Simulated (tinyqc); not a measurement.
Undoped gate-all-around wire MOSFET, analytic charge model: effect of the temperature.

An undoped round wire of radius R under an insulator shell and a surrounding gate; long channel, electrons only, n = ni exp((psi - V)/Vt) with V the quasi-Fermi potential (0 at the source, Vd at the drain), constant mobility, no quantisation. The radial Poisson equation gives n(r) = n(0)/(1 - (1 - b) r^2/R^2)^2 with b = Q0/(Q + Q0). Q is the electron charge per area of the wire surface.

Nc and Nv are given at 273 K and scale as (T/273 K)^1.5; Eg and mu are held fixed. ni = sqrt(Nc Nv) exp(-Eg/(2 Vt)), Eg in volts; Cox = eps0 eox/(R ln(1 + tox/R)); Q0 = 4 eps0 eps_r Vt/R; V0 = dphi + Vt ln[8 eps0 eps_r Vt/(q ni R^2)]. Q solves Vg - V0 - V = Q/Cox + Vt ln(Q/Q0) + Vt ln(1 + Q/Q0). I = mu (2 pi R/L)[2 Vt (Qs - Qd) + (Qs^2 - Qd^2)/(2 Cox) + Vt Q0 ln((Qd + Q0)/(Qs + Q0))], with Qs at V = 0 and Qd at V = Vd.  I(low) is taken at Vg = 0.26 V, Qs and I(high) at Vg = 1.01 V.

Values chosen for this exercise; material values close to those of silicon: band gap Eg = 1.11 eV; relative permittivity of the semiconductor eps_r = 11.8; conduction-band density of states at the reference temperature Nc = 2.41e19 cm^-3; valence-band density of states at the reference temperature Nv = 2.33e19 cm^-3; relative permittivity of the gate insulator eox = 3.98; insulator thickness tox = 1 nm; wire radius R = 6 nm; gate work function less that of the intrinsic body dphi = 0 V; channel mobility mu = 180 cm^2/(V s); gate length L = 0.1 um; drain voltage Vd = 1 V.

Constants: q = 1.602176634e-19 C, kB = 1.380649e-23 J/K, Vt = kB T/q, eps0 = 8.8541878128e-14 F/cm where lengths are in cm. Results are converted to the units shown.

Effect of the temperature:
```
T (K)   V0 (V)  I(low) (nA)  Qs(high) (nC/cm^2)  I(high) (uA)
220    0.52029    1.8511e-4              1508.0        23.702
250    0.51418    0.0016488              1503.0        23.986
280    0.50791    0.0094920              1500.7        24.338
310    0.50151     0.039964              1500.6        24.748
340    0.49498      0.13335              1502.4        25.212
370    0.48833      0.37246              1505.8        25.723
400    0.48158      0.90485              1510.8        26.278
430    0.47474       1.9658              1517.1        26.873
```

As T goes from 220 to 430 K, I(low) rises from 1.85e-4 to 1.97 nA and I(high) rises from 23.7 to 26.9 uA. V0 falls from 0.520 to 0.475 V. In every row the surface density at the source at the higher gate voltage passes 0.3 Nc, where Boltzmann statistics fail. In every row mu V/L at the higher gate voltage, with V the smaller of Vd and Vg - V0, passes 3e6 cm/s, so velocity saturation would lower the current. In every row the mobility is held fixed, though a real one changes with T. In every row the body is thin enough for quantum confinement, left out here, to raise the threshold.

Computed by the program tinyqc: `OMP_NUM_THREADS=1 python tinyqc.py 2460021 2460022 out.jsonl`, one thread of a shared Intel Xeon 2.30GHz, about 0.02 s for the whole run.
